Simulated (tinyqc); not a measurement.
# Metal-interlayer-semiconductor contact, depinning against tunnelling resistance: effects of single changes

Zero bias, n-type semiconductor. Gap states at the semiconductor surface thin out as exp(-be ti), which unpins the barrier; electrons must then cross the interlayer (a rectangular barrier, no voltage drop across it) and the parabolic depleted layer, both by WKB. Energies E are counted from the Fermi level; no image force, parabolic bands.

Inputs (values chosen for the exercise); semiconductor values close to those of gallium arsenide; interlayer mass of the order of that in titanium dioxide, offset chosen freely: temperature T = 300 K; band gap Eg = 1.44 eV; relative permittivity eps_r = 13.2; electron affinity chi = 3.92 eV; conduction-band density of states at T Nc = 4.4e17 cm^-3; tunnelling mass in the semiconductor mt = 0.0655 m0; Richardson mass mA = 0.0668 m0; donor density Nd = 2e19 cm^-3; charge-neutrality level above the valence band E0 = 0.5 eV; pinning factor without interlayer S0 = 0.099; metal work function phiM = 4.22 eV; interlayer thickness ti = 1.3 nm; conduction-band offset of the interlayer above the semiconductor dE = 0.12 eV; tunnelling mass in the interlayer mi = 0.3 m0; decay constant of gap states through the interlayer be = 3.3 1/nm.

Constants: q = 1.602176634e-19 C, kB = 1.380649e-23 J/K, eps0 = 8.8541878128e-12 F/m, hbar = 1.054571817e-34 J s, h = 6.62607015e-34 J s, m0 = 9.1093837015e-31 kg, Vt = kB T/q, hbar^2/(2 m0) = 0.0380998212 eV nm^2. Results are converted to the units shown.

Each table varies one quantity; the others keep the values above.

## Contact resistivity against the interlayer thickness

S = 1/(1 + (1/S0 - 1) exp(-be ti)); phiB = S (phiM - chi) + (1 - S)(Eg - E0); xi = Ec - EF deep inside, from Nd = Nc F(-xi/Vt), F(x) = (2/sqrt(pi)) int_0^infinity sqrt(u) du/(1 + exp(u - x)); band bending U = phiB - xi; E00 = (hbar/2) sqrt(Nd/(eps0 eps_r mt m0)) in volts; A = 4 pi q mA m0 kB^2/h^3. With U = phiB - xi: for xi < E < phiB, y = (E - xi)/U and G1 = (U/E00) [sqrt(1 - y) - y ln((1 + sqrt(1 - y))/sqrt(y))], G1 = 0 above phiB; G2 = 2 ti sqrt(mi max(phiB + dE - E, 0)/C), C = hbar^2/(2 m0); f = 1/(1 + exp(E/Vt)); 1/rho_c = (A T^2/Vt^2) times the integral of exp(-G1 - G2) f over E from xi upwards. Shares under 0.001 % are printed as 0; rows without band bending are left out.

The same in every row: E00/Vt = 3.45.

Result of one run:

| ti (nm) | S | phiB (eV) | rho_c (ohm cm^2) | rho_c with G2 = 0 (ohm cm^2) | peak of the integrand (eV) | share above phiB (%) |
|---|---|---|---|---|---|---|
| 0.4 | 0.291 | 0.753 | 2.05e-5 | 2.42e-6 | -0.0145 | 0 |

What becomes of these results when the interlayer thickness ti is changed from 0.4 to 3.2 nm, all else the same?

Result of the changed run:

| ti (nm) | S | phiB (eV) | rho_c (ohm cm^2) | rho_c with G2 = 0 (ohm cm^2) | peak of the integrand (eV) | share above phiB (%) |
|---|---|---|---|---|---|---|
| 3.2 | 1.00 | 0.300 | 0.00627 | 4.60e-8 | 0.00884 | 2.75 |

The whole series:

| ti (nm) | S | phiB (eV) | rho_c (ohm cm^2) | rho_c with G2 = 0 (ohm cm^2) | peak of the integrand (eV) | share above phiB (%) |
|---|---|---|---|---|---|---|
| 0 | 0.0990 | 0.877 | 7.68e-6 | 7.68e-6 | -0.0159 | 0 |
| 0.4 | 0.291 | 0.753 | 2.05e-5 | 2.42e-6 | -0.0145 | 0 |
| 0.8 | 0.606 | 0.552 | 1.69e-5 | 3.89e-7 | -0.0141 | 0 |
| 1.2 | 0.852 | 0.395 | 1.48e-5 | 9.98e-8 | -0.0125 | 0.00139 |
| 1.6 | 0.956 | 0.328 | 2.96e-5 | 5.77e-8 | -0.00911 | 0.0203 |
| 2 | 0.988 | 0.308 | 9.75e-5 | 4.89e-8 | -0.00484 | 0.0885 |
| 2.4 | 0.997 | 0.302 | 3.82e-4 | 4.67e-8 | -3.81e-4 | 0.281 |
| 2.8 | 0.999 | 0.301 | 0.00156 | 4.61e-8 | 0.00417 | 0.865 |
| 3.2 | 1.00 | 0.300 | 0.00627 | 4.60e-8 | 0.00884 | 2.75 |

As ti goes from 0 to 3.2, phiB falls from 0.877 to 0.300 eV and rho_c moves up and down between 7.68e-6 and 0.00627 ohm cm^2. No thickness listed beats the bare contact: tunnelling through the layer costs more than the change of the barrier gains. The ratio of rho_c to its value with G2 = 0 runs from 1.00 to 1.36e5.

## Contact resistivity against the decay constant of gap states through the interlayer

Same model as above.

The same in every row: E00/Vt = 3.45.

Contact resistivity against the decay constant of gap states through the interlayer:

| be (1/nm) | S | phiB (eV) | rho_c (ohm cm^2) | rho_c with G2 = 0 (ohm cm^2) | peak of the integrand (eV) | share above phiB (%) |
|---|---|---|---|---|---|---|
| 1 | 0.287 | 0.756 | 0.00252 | 2.48e-6 | -0.00731 | 0 |
| 2 | 0.597 | 0.558 | 1.90e-4 | 4.11e-7 | -0.00943 | 0 |
| 3 | 0.844 | 0.400 | 2.38e-5 | 1.04e-7 | -0.0114 | 0.00160 |
| 4 | 0.952 | 0.331 | 9.64e-6 | 5.88e-8 | -0.0124 | 0.00930 |
| 5 | 0.987 | 0.309 | 7.23e-6 | 4.92e-8 | -0.0127 | 0.0163 |
| 6 | 0.996 | 0.302 | 6.66e-6 | 4.68e-8 | -0.0128 | 0.0191 |
| 7 | 0.999 | 0.301 | 6.51e-6 | 4.62e-8 | -0.0129 | 0.0200 |
| 8 | 1.00 | 0.300 | 6.47e-6 | 4.60e-8 | -0.0129 | 0.0202 |

As be goes from 1 to 8, phiB falls from 0.756 to 0.300 eV and rho_c falls from 0.00252 to 6.47e-6 ohm cm^2. The ratio of rho_c to its value with G2 = 0 runs from 1010 to 141.

Program tinyqc, `OMP_NUM_THREADS=1 python tinyqc.py 2270062 2270063 out.jsonl`; Intel Xeon 2.30GHz, shared host, one thread, about 0.03 s.
